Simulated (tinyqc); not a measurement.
Worked calculation: bond unit of a tetrahedral oxide and its oxygen vacancy in tight binding. Values are carried at full precision from step to step, so a last printed digit may differ when a step is redone from the rounded ones.

Two sp3 hybrids h1, h2 at eh = (es + 3 ep)/4 point at one oxygen with orbitals s, px, py, pz; x joins the two cations, z bisects the angle phi, and th = (180 - phi)/2. With u = hbar^2/(m d^2) = 2c/d^2, c = hbar^2/2m0: Vhs = -(1.32 + sqrt3 x 1.42) u/2 and Vhp = (1.42 + sqrt3 x 2.22) u/2. <h|s> = Vhs for both; <h1|px> = Vhp cos(th), <h2|px> = -Vhp cos(th); <h|pz> = Vhp sin(th) for both; py is a lone pair. The unit holds 8 electrons. Coupling between units, which widens the levels into bands, is left out.

Constants: hbar^2/2m0 = 3.80998211 eV angstrom^2.

Values chosen for the exercise (near tabulated values for SiO2; not measured data):
```
symbol  value   unit      meaning
es      -14.99  eV        s level of the cation
ep      -7.49   eV        p level of the cation
eos     -34.37  eV        s level of oxygen
eop     -16.72  eV        p level of oxygen
d       1.62    angstrom  cation-oxygen distance
phi     164     degrees   bond angle at oxygen
R       2.46    angstrom  cation-cation distance across the vacancy
```

## Level and couplings

Form eh, u, Vhs, Vhp and th.

eh (hybrid level) = -9.3650 eV
u = 2.9035 eV

Vhs, Vhp (eV): -5.4869  7.6437

th = 8.0 degrees

## The matrix

Fill it in.

H (eV), lower triangle:
```
         h1       h2         s        px        py        pz
h1  -9.3650
h2        0  -9.3650
s   -5.4869  -5.4869  -34.3700
px   7.5693  -7.5693         0  -16.7200
py        0        0         0         0  -16.7200
pz   1.0638   1.0638         0         0         0  -16.7200
```

## Levels, weights and charge

Diagonalise; the four lowest levels are filled. The excess of electrons on oxygen is twice the oxygen weight of the filled levels less 6.

levels (eV): -36.5909  -24.3612  -16.9255  -16.7200  -6.9386  -1.7238

weights:
```
    level 1  level 2  level 3  level 4  level 5  level 6
h1    0.038    0.169    0.009    0.000    0.453    0.331
h2    0.038    0.169    0.009    0.000    0.453    0.331
s     0.924    0.000    0.004    0.000    0.073    0.000
px    0.000    0.662    0.000    0.000    0.000    0.338
py    0.000    0.000    0.000    1.000    0.000    0.000
pz    0.000    0.000    0.978    0.000    0.021    0.000
```

highest filled to lowest empty = 9.7814 eV
excess electrons on oxygen = 1.137

The highest filled level is the py orbital of oxygen (100 %) and the lowest empty one is 91 % cation hybrid, even under exchange of the two cations. The spacing is that of an isolated unit and exceeds the gap of the solid.

## The odd block in closed form

The combination (h1 - h2)/sqrt2 couples to px alone, with W2 = sqrt2 Vhp cos(th); W3 = (eh - eop)/2; levels (eh + eop)/2 -/+ sqrt(W2^2 + W3^2); polarity W3/sqrt(W2^2 + W3^2).

W2, W3 (eV): 10.7046  3.6775

levels of the odd block (eV): -24.3612  -1.7238

polarity = 0.3249

## The neutral oxygen vacancy

Without the oxygen the two hybrids face each other at distance R and couple by -V2, V2 = 3.22 x 2c/R^2, c = hbar^2/2m0: a bond at eh - V2 with two electrons and an antibond at eh + V2. Levels are measured from eop, the lone-pair level that stands for the top of the valence band.

Form V2 and the two levels above eop. R is a chosen distance; in real silica the neutral vacancy relaxes to about 2.5 angstrom.

V2 = 4.0545 eV

levels above eop (eV): bond 3.3005, lone hybrid 7.3550, antibond 11.4095

bond-antibond splitting = 8.1090 eV

The filled bond lies 3.30 eV above the lone pairs, so it can trap a hole; the antibond lies above the lowest empty level of the intact unit (9.78 eV). A lone hybrid, as in a dangling bond, sits at 7.35 eV.

## Checks

- Levels of the odd block against the full matrix: they agree to 1e-10 or better.

Program tinyqc; command `OMP_NUM_THREADS=1 python tinyqc.py 1482045 1482046 out.jsonl`; about 0.01 s on one thread of a shared Intel(R) Xeon(R) Processor @ 2.30GHz.
